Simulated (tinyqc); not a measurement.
A log to judge: regular and subregular solution with a miscibility gap. Computed by tinyqc. Command: `OMP_NUM_THREADS=1 python tinyqc.py 3019577 3019578 out.jsonl regsol walk`. One thread of a shared host (Intel(R) Xeon(R) Processor @ 2.30GHz), about 0.01 s of CPU time with the checks.

Per mole of mixing sites: G(x) = x (1 - x) [L0 + L1 (1 - 2x)] + R T [x ln x + (1 - x) ln(1 - x)], x the fraction of B.

Inputs (values chosen for the exercise, for a model semiconductor alloy):

| quantity | value | unit |
|---|---|---|
| lattice constant a_A | 5.869 | angstrom |
| lattice constant a_B | 6.058 | angstrom |
| constant K | 48700 | kJ angstrom^2.5/mol |
| asymmetry L1 | 0.39 | kJ/mol |
| temperature T | 127 | K |
| start value s0 | 0.45 | - |

Source of L0: delta-lattice-parameter rule.

Constants: R = 8.314462618 J/(mol K).

Method:
- A bonding enthalpy -K a^(-2.5) with a linear in x gives L0 = 4.375 K (a_A - a_B)^2/abar^4.5, abar the mean lattice constant; eta = (a_B - a_A)/abar.
- G' = L0 (1 - 2x) + L1 (1 - 6x + 6x^2) + R T ln[x/(1 - x)]; G'' = -2 L0 - 6 L1 (1 - 2x) + R T/[x (1 - x)].
- Common tangent: F1 = G'(x1) - G'(x2) = 0 and F2 = [G - x G'](x1) - [G - x G'](x2) = 0. Newton step: J = [[G''(x1), -G''(x2)], [-x1 G''(x1), x2 G''(x2)]], J dx = -F; a step that would leave 0 < x < 1 is halved until it stays inside. The start is x1 = s0, x2 = 1 - s0.
- Stop when the step is below 1e-12, or when x1 and x2 meet within 1e-5; residuals under 1e-7 are shown as 0.

Iteration:

| step | x1 | x2 | F1 (kJ/mol) | F2 (kJ/mol) |
|---|---|---|---|---|
| 1 | 0.450000 | 0.550000 | 6.90479e-02 | -3.41340e-02 |
| 2 | 0.492885 | 0.478445 | -1.10891e-02 | 5.38453e-03 |
| 3 | 0.485462 | 0.485488 | 2.01021e-05 | -9.75906e-06 |

Can the last value be used, and what does the course show?

No. x1 and x2 run together: x1 = x2 solves both equations trivially, and a start value inside the spinodal, where G'' < 0, can turn the steps inward. Reruns converge with start value s0 = 0.02. Reruns still fail with start value s0 = 0.3.
